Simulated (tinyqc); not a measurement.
Tail length against growth temperature: equilibrium and kinetic segregation of a solute to boundaries and growing surfaces. Computed by tinyqc, a small Python program. Command: `OMP_NUM_THREADS=1 python tinyqc.py 3002322 3002323 out.jsonl segreg walk`. One thread of a shared host (Intel(R) Xeon(R) Processor @ 2.30GHz), about 0.01 s of CPU time with the checks.

Inputs (values chosen for the exercise, modelled on phosphorus in polycrystalline silicon): exchange barrier E_b = 1.98 eV; surface segregation energy E_s = 0.22 eV; growth rate = 1.5 monolayers/s.

Constants: k_B = 8.617333262e-05 eV/K.

Method. Two-state exchange during growth, dilute: jump up r_u = nu exp(-E_b/(k_B T_g)), jump back r_d = r_u exp(-E_s/(k_B T_g)), nu = 1e13 1/s. In the time 1/R of one monolayer the share carried up is p = [r_u/(r_u + r_d)] [1 - exp(-(r_u + r_d)/R)]; the tail decays as p^n, length -1/ln p monolayers; the equilibrium limit has p = r_u/(r_u + r_d).

Exchange model:

| T_g (K) | r_u/R | p | length (monolayers) | equilibrium limit |
|---|---|---|---|---|
| 669 | 8.0905e-03 | 0.00806 | 0.207 | 45.926 |
| 716 | 7.7107e-02 | 0.07413 | 0.384 | 35.860 |
| 755 | 4.0458e-01 | 0.33062 | 0.904 | 29.911 |
| 794 | 1.8038e+00 | 0.81416 | 4.864 | 25.409 |
| 825 | 5.3511e+00 | 0.95311 | 20.821 | 22.573 |
| 856 | 1.4672e+01 | 0.95178 | 20.232 | 20.232 |
| 903 | 5.9324e+01 | 0.94413 | 17.394 | 17.394 |
| 973 | 3.7004e+02 | 0.93238 | 14.283 | 14.283 |
| 1089 | 4.5780e+03 | 0.91248 | 10.919 | 10.919 |

The length peaks among these rows at 825 K with 20.8 monolayers. Below, exchange freezes (r_u/R = 0.0081 in the first row); above, the length follows the equilibrium limit, about exp(E_s/(k_B T)), down to 10.9.

Extremes, crossings and ranges named in words are read from the listed rows.
